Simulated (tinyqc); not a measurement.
## Electron continuity equation in a given potential, Scharfetter-Gummel discretisation: current and errors against the applied potential

Steady state in one dimension: J = q mu n E + q D dn/dx with E = -dpsi/dx and D = mu Vt, dJ/dx = 0, fixed densities nL and nR at the ends. The potential is given, psi = 0 for x < L/2 and U (2 x/L - 1) beyond, and is not changed by the electrons.

10 equal intervals. Fluxes J_i = (q D/h)(n_(i+1) P_i - n_i Q_i), d_i = (psi_(i+1) - psi_i)/Vt: Scharfetter-Gummel P = B(d), Q = B(-d), B(d) = d/(exp(d) - 1); central P = 1 - d/2, Q = 1 + d/2; upwind P = 1 + max(-d, 0), Q = 1 + max(d, 0). Balance at each inner node: J_i - J_(i-1) = 0. The reference is Scharfetter-Gummel on 4000 intervals or more. Errors are those of J on the first interval against the reference at its midpoint; errors under 1e-6 % are printed as 0.

Inputs (values chosen for the exercise); mobility close to that of 4H silicon carbide at room temperature:
```
symbol   value        unit               meaning
T          273           K           temperature
mu         896  cm^2/(V s)     electron mobility
L           14          um  length of the region
nL      1.4e13       cm^-3      density at x = 0
nR      2.3e14       cm^-3      density at x = L
```

Constants: q = 1.602176634e-19 C, kB = 1.380649e-23 J/K, Vt = kB T/q. Results are converted to the units shown.

Result of one run:

| largest \|d\| | reference J (A/cm^2) | SG error (%) | central error (%) | upwind error (%) | most negative central n (cm^-3), 0 if none |
|---|---|---|---|---|---|
| 1.020 | -0.05087 | 0 | 4.52 | -42.9 | 0 |

Which potential difference psi(L) - psi(0) U gave this result: 0.012, 0.12, 0.24, 0.71 or 1.1 V?

U = 0.12 V.

The whole series:

| U (V) | largest \|d\| | reference J (A/cm^2) | SG error (%) | central error (%) | upwind error (%) | most negative central n (cm^-3), 0 if none |
|---|---|---|---|---|---|---|
| 0.012 | 0.1020 | 0.3357 | 0 | -0.0785 | 4.45 | 0 |
| 0.047 | 0.3996 | 0.05790 | 0 | -5.00 | 70.7 | 0 |
| 0.12 | 1.020 | -0.05087 | 0 | 4.52 | -42.9 | 0 |
| 0.24 | 2.040 | -0.06148 | 0 | 0.0607 | -6.23 | -1.03e12 |
| 0.35 | 2.976 | -0.06329 | 0 | 0.475 | -1.65 | -4.40e13 |
| 0.52 | 4.421 | -0.06462 | 0 | 12.5 | -0.350 | -8.58e13 |
| 0.71 | 6.036 | -0.06538 | 0 | 52.3 | -0.0951 | -1.14e14 |
| 1.1 | 9.352 | -0.06613 | 0 | 186 | -0.0138 | -1.48e14 |

The reference current falls from 0.336 to -0.0661 A/cm^2. The largest errors in size are 0 % (Scharfetter-Gummel), 190 % (central) and 71 % (upwind). Central differences give negative densities for U = 0.24, 0.35, 0.52, 0.71, 1.1 V; these rows have |d| above 2, which makes negative values possible though not certain.

tinyqc, about 0.01 s, one thread, Intel Xeon 2.30GHz (shared host): `OMP_NUM_THREADS=1 python tinyqc.py 2220030 2220031 out.jsonl`
